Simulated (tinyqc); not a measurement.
# Resistive memory cell, filament-gap model with Joule heating: several studies

A tunnelling gap g separates the tip of a filament from the electrode. I = I0 exp(-g/g0) sinh(Vd/V0), with Vd = V - I Rs on the device; T = T0 + Rth Vd I at once; the gap closes as dg/dt = -nu exp(-q Ea/(kB T)) sinh(al q Vd/(kB T)). All constants are fitting values of a compact model.

Inputs (values chosen for the exercise):
- T0 = 300 K (ambient temperature)
- I0 = 0.2 mA (current scale)
- g0 = 0.27 nm (tunnelling length)
- V0 = 0.36 V (voltage scale)
- nu = 1 m/s (attempt velocity)
- Ea = 0.76 eV (activation energy)
- al = 0.4 (barrier lowering per volt on the device)
- Rth = 1.1e5 K/W (thermal resistance)
- Rs = 1000 ohm (series resistance)
- gi = 1.5 nm (gap at the start)
- gf = 0.5 nm (gap that counts as set)
- V = 1.23 V (pulse voltage)

Constants: q = 1.602176634e-19 C, kB = 1.380649e-23 J/K. Results are converted to the units shown.

Each table varies one quantity; the others keep the values above.

## The course of a set pulse

For each gap Vd is solved self-consistently; the time to reach g is the integral of dg/|dg/dt| from g to gi.

The course of a set pulse:
```
g (nm),Vd (V),I (uA),T (K),-dg/dt (nm/ns),time (ns)
1.36,1.211,18.76,302.5,1.285e-5,1.044e4
1.21,1.198,31.55,304.2,1.120e-5,2.288e4
1.07,1.180,50.29,306.5,9.160e-6,3.663e4
0.93,1.152,78.15,309.9,6.796e-6,5.428e4
0.79,1.112,117.6,314.4,4.455e-6,7.962e4
0.64,1.055,174.7,320.3,2.410e-6,1.254e5
0.5,0.9873,242.7,326.4,1.152e-6,2.102e5
```

As the gap closes from 1.36 to 0.5 nm, the current rises from 18.8 to 243 uA, Vd falls from 1.21 to 0.987 V, T rises from 302 to 326 K and the rate falls from 1.29e-5 to 1.15e-6 nm/ns. The series resistance takes voltage from the cell faster than heating helps, so the set limits itself. The first row takes 5.0 % of the whole time.

## Effect of the pulse voltage on the set time

Same model as above.

The set time is the integral of dg/|dg/dt| from gf to gi, with Vd solved for each gap; the second column repeats it with Rth = 0.

Effect of the pulse voltage on the set time:
```
V (V),set time (s),without heating (s),higher T of the two ends (K),I at gf (uA)
0.49,7.104,7.552,302.4,48.84
0.61,1.185,1.314,304.0,67.38
0.74,0.1744,0.2067,306.6,92.28
0.86,0.03077,0.03979,309.8,120.4
0.98,0.005683,0.008258,314.0,154.1
1.11,9.788e-4,0.001673,319.8,197.0
1.23,2.102e-4,4.299e-4,326.4,242.7
1.35,4.994e-5,1.242e-4,334.2,294.0
```

What does the comparison show?

As V goes from 0.49 to 1.35 V, the set time falls from 7.10 to 4.99e-5 s, a span of 5.2 decades; heating shortens it by a factor of 1.06 in the first row and 2.49 in the last. On average a decade costs 167 mV, against (kB T0/q) ln 10/al = 149 mV from barrier lowering alone.

## Effect of the thermal resistance on the set time

Same model as above.

Effect of the thermal resistance on the set time:
```
Rth (K/W),set time (s),without heating (s),higher T of the two ends (K),I at gf (uA)
5500,4.127e-4,4.299e-4,301.3,242.7
11000,3.964e-4,4.299e-4,302.6,242.7
22000,3.664e-4,4.299e-4,305.3,242.7
43000,3.172e-4,4.299e-4,310.3,242.7
84000,2.446e-4,4.299e-4,320.1,242.7
1.7e5,1.537e-4,4.299e-4,340.7,242.7
3.3e5,8.089e-5,4.299e-4,379.1,242.7
```

Read the table: what changes, and by how much?

As Rth goes from 5500 to 3.3e5 K/W, the set time falls from 4.13e-4 to 8.09e-5 s, a span of 0.71 decades; heating shortens it by a factor of 1.04 in the first row and 5.31 in the last.

Program tinyqc, `OMP_NUM_THREADS=1 python tinyqc.py 2880062 2880063 out.jsonl`; Intel Xeon 2.30GHz, shared host, one thread, about 0.05 s.
